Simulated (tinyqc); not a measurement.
Towards the loss of the bound state: donor level screened by free carriers (Yukawa potential).

Potential -(q/(eps r)) exp(-ks r), q = e^2/(4 pi eps0). In units Ry* = Ry m/eps^2 and a* = a0 eps/m the problem is [-Laplacian - 2 exp(-x r)/r] psi = E psi with x = ks a*.

Converged values use 18 functions exp(-z r), z = 1.55^i, i = -11 to 6: S = 2/A^3, H = z_i z_j S - 2/(A + x)^2, A = z_i + z_j.

Parameters, chosen for this exercise (out of a larger set: near those of a donor in GaAs, with one mean mass; not measured data): xs = (0.05, 0.19, 0.35, 0.46, 0.74, 0.89, 1.08) (values of x).

First order (-1 + 2x), one-parameter (minimum of z^2 - 8 z^3/(2z + x)^2) and converged 1s energies in Ry*, and the mean radius in a*; a dash marks an unbound result.

Results:

| x | first order | trial function | converged | <r> |
|---|---|---|---|---|
| 0.05 | -0.9000 | -0.9036 | -0.9036 | 1.50 |
| 0.19 | -0.6200 | -0.6685 | -0.6686 | 1.55 |
| 0.35 | -0.3000 | -0.4526 | -0.4537 | 1.65 |
| 0.46 | -0.0800 | -0.3319 | -0.3344 | 1.76 |
| 0.74 | - | -0.1102 | -0.1203 | 2.32 |
| 0.89 | - | -0.0359 | -0.0521 | 3.07 |
| 1.08 | - | - | -0.0068 | 6.93 |

What can be read from this table?

First order loses the state at x = 0.5, the trial function reaches zero energy at x = 1.00, and the exact limit is 1.19. The radius starts at 1.5 a*, grows slowly at first (1.65 at x = 0.35), then steadily, and swells towards the end (6.9 at 1.08), where a single exponential fails: the binding vanishes as the square of the distance from 1.19.

(tinyqc, `OMP_NUM_THREADS=1 python tinyqc.py 1282751 1282752 out.jsonl`, Intel(R) Xeon(R) Processor @ 2.30GHz, 1 thread, shared host, about 0.01 s.)
